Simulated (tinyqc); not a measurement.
# Both saturation currents from two open-circuit voltages

Problem. Without shunt, at open circuit JL = J01 (exp(Voc/Vt) - 1) + J02 (exp(Voc/(2 Vt)) - 1). Find J01, J02 and the mean ideality (Voc2 - Voc1)/(Vt ln(JL2/JL1)).

Values chosen for this exercise: temperature T = 298.15 K.

Constants: q = 1.602176634e-19 C, kB = 1.380649e-23 J/K, Vt = kB T/q. Results are converted to the units shown.

photocurrents (mA/cm^2): 37.3  373
Voc (V): 0.63298022  0.70095600

Solution. The relation is linear in J01 and J02, so two light levels give two equations; series resistance plays no part at open circuit.

J01 = 4.50e-13 A/cm^2
J02 = 6.60e-8 A/cm^2
mean ideality = 1.15

Numbers from tinyqc (`OMP_NUM_THREADS=1 python tinyqc.py 2280112 2280113 out.jsonl`; about 0.01 s on one thread of a shared Intel Xeon 2.30GHz).
